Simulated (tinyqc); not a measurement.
# From one set of inputs to another, one input at a time

Model: donor or exciton in a quantum well (variational effective-mass method). Computed by tinyqc, a small Python program. Command: `OMP_NUM_THREADS=1 python tinyqc.py 3031859 3031860 out.jsonl welldonor ladder`. One thread of a shared host (Intel(R) Xeon(R) Processor @ 2.30GHz), about 0.08 s of CPU time with the checks.

Electron and hole in their lowest subbands f(z) = cos(pi z/L); relative in-plane motion exp(-rho/lambda) (separable trial function), H = -nabla_rho^2 - 2/sqrt(rho^2 + (z_e - z_h)^2) in effective units. Mass and screening are the same in well and barrier; l = L/a* is the width in effective units. Bands are flat: no polarisation or applied field.

The inputs printed are set A. Set A is modelled on GaN; the values taken over come from a set modelled on CdS. Inputs not listed in the table keep their values of set A, so the rows need not describe a real material.

Inputs (values chosen for the exercise, modelled on GaN):
```
quantity                 value  unit
electron mass m          0.201   m_0
dielectric constant eps    9.8     -
well width L               3.6    nm
in-plane hole mass m_h   0.887   m_0
```

Centre: exciton. Barriers: infinite.

Constants: Ry = 13.605693123 eV; a_0 = 0.529177210903 angstrom.

Method:
- mu = m m_h/(m + m_h) takes the place of m; Ry* = Ry m/eps^2, a* = a_0 eps/m; l = L/a*.
- k = pi/l; f = cos(k z) inside and zero outside.
- Binding E_b(lambda) = -1/lambda^2 + (8/lambda^2) int_0^l P(z) g(z) dz, with P(z) = (2/l) [(1 - z/l)(1 + cos(2 pi z/l)/2) + (3/(4 pi)) sin(2 pi z/l)] the distribution of |z_e - z_h| and g(z) = int_z^infinity exp(-2 sqrt(r^2 - z^2)/lambda) dr = int_0^infinity exp(-2 rho/lambda) rho/sqrt(rho^2 + z^2) d rho; 40 Gauss-Legendre points in z and 40 in t with rho = lambda t/(1 - t).
- Golden-section search for the maximum over lambda from 0.3 to 4, 40 steps.

Each row keeps all changes above it:
```
input moved                    from     to  binding energy (meV)  radius lambda a* (nm)  binding in Ry*
set A                             -      -                 45.66                  2.885           1.967
well width L (nm)               3.6    5.7                 37.69                  3.338           1.623
dielectric constant eps         9.8   8.69                 45.38                  3.083           1.537
in-plane hole mass m_h (m_0)  0.887  0.227                 35.59                  4.117           1.853
electron mass m (m_0)         0.201    0.2                 35.53                  4.124           1.855
```

Which inputs carry the difference?

Binding energy goes from 45.7 to 35.5, a factor 0.778 in all. The largest single move comes from in-plane hole mass m_h (a factor 0.784), and dielectric constant eps works against it (a factor 1.20). Radius lambda a* goes from 2.89 to 4.12, a factor 1.43 in all. The largest single move comes from in-plane hole mass m_h (a factor 1.34), and dielectric constant eps works against it (a factor 0.924). Binding in Ry* goes from 1.97 to 1.85, a factor 0.943 in all. The largest single move comes from well width L (a factor 0.825), and in-plane hole mass m_h works against it (a factor 1.21). The single moves hold for this order of the switches; the total does not depend on the order.

Caution (rows set A): so narrow a well has large confinement energy, where non-parabolicity and barrier penetration matter. Caution (rows dielectric constant eps): beyond about two Bohr radii the separable trial function begins to underestimate the binding, and in still wider wells it drops below the bulk value instead of tending to it.

Extremes, crossings and ranges named in words are read from the listed rows.
